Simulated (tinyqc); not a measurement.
Longitudinal sound in a periodic multilayer: transfer matrices, stop bands and folded phonons: one step, computed by the program tinyqc. Command: `OMP_NUM_THREADS=1 python tinyqc.py 3024757 3024758 out.jsonl multilayer walk`. One thread of a shared host (Intel(R) Xeon(R) Processor @ 2.30GHz), about 0.01 s of CPU time with the checks.

Layers 1 and 2 repeat with period d = d_1 + d_2; waves travel normal to the layers, without loss. State vector (u, s): displacement u and stress divided by omega. Impedances Z = rho v are in 1e6 kg/(m^2 s).

Task: Transfer matrix of one period. A layer maps (u, s) by [[cos p, sin p/Z], [-Z sin p, cos p]], p = 2 pi f d_i/v_i; one period is M = M_2 M_1, and cos(q d) = trace(M)/2.

Inputs (values chosen for the exercise, modelled on aluminium (layer 1), tungsten (layer 2) and silicon (substrate)):
```
quantity       value  unit
velocity v_1    6290   m/s
thickness d_1    338    nm
velocity v_2    5160   m/s
thickness d_2    275    nm
frequency f     3.84   GHz
```

Z_2 = 99.588

Z_1 = 16.8572

Give: phase p_1; phase p_2; M; trace(M)/2.

Result:

phase p_1 = 1.2965 rad

phase p_2 = 1.2859 rad

M:
```
           1         2
1  -0.080236  0.018662
2    -30.448   -5.3815
```

trace(M)/2 = -2.7309

|trace/2| > 1: f lies in a stop band, and the amplitude falls by a factor 5.272 a period.
